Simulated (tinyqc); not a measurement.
## Short-channel transistor, virtual-source model with series resistance: effect of the threshold at zero drain voltage on the on and off currents

The current per gate width is the charge at the top of the source barrier (the virtual source) times its velocity times a saturation function; al and be are fitting constants of the model. Units: I in uA/um, Rs in ohm um, so I Rs = 1e-6 I Rs in volts; Q in uC/cm^2, so I = 1e-4 Q vx0 Fsat with vx0 in cm/s.

Intrinsic voltages Vg' = Vgs - I Rs, Vd' = Vds - 2 I Rs. n = n0 + nd Vd', VT = VT0 - dl Vd', Ff = 1/(1 + exp((Vg' - VT + al Vt/2)/(al Vt))), Q = Cinv n Vt ln(1 + exp((Vg' - VT + al Vt Ff)/(n Vt))), Vdsat = (vx0 L/mu)(1 - Ff) + Vt Ff, Fsat = u/(1 + u^be)^(1/be) with u = Vd'/Vdsat, and I = Q vx0 Fsat per width. I is solved self-consistently. Ion is I at Vgs = Vds = 0.5 V, Ioff at Vgs = 0, Vds = 0.5 V, and Rlin = Vds/I at Vgs = 0.5 V, Vds = 0.05 V.

Inputs (values chosen for the exercise): temperature T = 300 K; inversion capacitance Cinv = 1.73 uF/cm^2; velocity at the virtual source vx0 = 1.4e7 cm/s; apparent mobility mu = 120 cm^2/(V s); channel length L = 45 nm; drain-induced barrier lowering dl = 0.157 V/V; subthreshold factor n0 = 1.36; growth of n with drain voltage nd = 0.2 1/V; threshold shift (in units of Vt) from weak to strong inversion al = 3.5; sharpness of saturation be = 1.8; series resistance of each contact Rs = 150 ohm um.

Constants: q = 1.602176634e-19 C, kB = 1.380649e-23 J/K, Vt = kB T/q. Results are converted to the units shown.

Result of one run:

| VT0 (V) | Ion (uA/um) | Ioff (nA/um) | log10(Ion/Ioff) | Rlin (ohm um) |
|---|---|---|---|---|
| 0.35 | 276.42 | 617.36 | 2.6510 | 1523.4 |

What becomes of these results when the threshold at zero drain voltage VT0 is changed from 0.35 to 0.2 V, all else the same?

Result of the changed run:

| VT0 (V) | Ion (uA/um) | Ioff (nA/um) | log10(Ion/Ioff) | Rlin (ohm um) |
|---|---|---|---|---|
| 0.2 | 412.77 | 15433 | 1.4272 | 1010.3 |

The whole series:

| VT0 (V) | Ion (uA/um) | Ioff (nA/um) | log10(Ion/Ioff) | Rlin (ohm um) |
|---|---|---|---|---|
| 0.15 | 456.12 | 33582 | 1.1330 | 917.23 |
| 0.2 | 412.77 | 15433 | 1.4272 | 1010.3 |
| 0.25 | 368.18 | 5976.2 | 1.7896 | 1132.1 |
| 0.3 | 322.62 | 2014.1 | 2.2046 | 1295.7 |
| 0.35 | 276.42 | 617.36 | 2.6510 | 1523.4 |
| 0.4 | 230.02 | 178.45 | 3.1103 | 1856.2 |
| 0.45 | 184.02 | 49.811 | 3.5675 | 2377.1 |
| 0.5 | 139.40 | 13.623 | 4.0100 | 3272.3 |

As VT0 goes from 0.15 to 0.5 V, Ion falls from 456 to 139 uA/um, Ioff falls from 33600 to 13.6 nA/um and Rlin rises from 917 to 3270 ohm um. Ion changes by a factor of 0.306 and Ioff by 4.06e-4. The off current depends on it through an exponential, the on current about linearly. For VT0 = 0.15 to 0.3 V the off current passes 1 uA/um, so the device is hardly off at Vgs = 0.

tinyqc, about 0.01 s, one thread, Intel Xeon 2.30GHz (shared host): `OMP_NUM_THREADS=1 python tinyqc.py 2380057 2380058 out.jsonl`
